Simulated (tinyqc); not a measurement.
## Film thickness from the threshold shift

Inverse problem. Undoped body with a flat potential across it, hard walls, transport along x. Three valley pairs (g = 2 each) with the longitudinal mass along x, y or z. Non-parabolicity enters the subband edges through E (1 + al E) = gamma, so E = 2 gamma/(1 + sqrt(1 + 4 al gamma)); motion within a subband is taken as parabolic with the band-edge mass. Energies are counted from the bulk band edge. gamma = C (pi k/(t + dl))^2/mz, C = hbar^2/(2 m0). Each subband has N_k = g sqrt(mx my) m0 kB T/(pi hbar^2); without degeneracy n = exp(EF/Vt) sum N_k exp(-E_k/Vt). Classical value Nc times t, Nc = sum over valleys of 2 g (m m0 kB T/(2 pi hbar^2))^1.5 with m = (mx my mz)^(1/3). Threshold shift dVT = Vt ln(classical value/sum N_k exp(-E_k/Vt)). Find t and the lowest subband edge.

Parameters, values chosen for the exercise; masses close to those of silicon:
```
symbol  value  unit                                                meaning
T          77     K                                            temperature
ml      0.932    m0                                      longitudinal mass
mt      0.187    m0                                        transverse mass
al          0  1/eV                                       non-parabolicity
dl          0    nm  widening of the box by penetration into the insulator
```

Constants: q = 1.602176634e-19 C, kB = 1.380649e-23 J/K, hbar = 1.054571817e-34 J s, m0 = 9.1093837015e-31 kg, Vt = kB T/q, hbar^2/(2 m0) = 0.0380998212 eV nm^2. Results are converted to the units shown.

dVT = 16.466730 mV

Answer. dVT is evaluated for trial values of t with all subbands; between 1.5 and 25 nm one value matches.

t = 5.800 nm
E_1 = 11.99 meV

Numbers from tinyqc (`OMP_NUM_THREADS=1 python tinyqc.py 2350169 2350170 out.jsonl`; about 0.08 s on one thread of a shared Intel Xeon 2.30GHz).
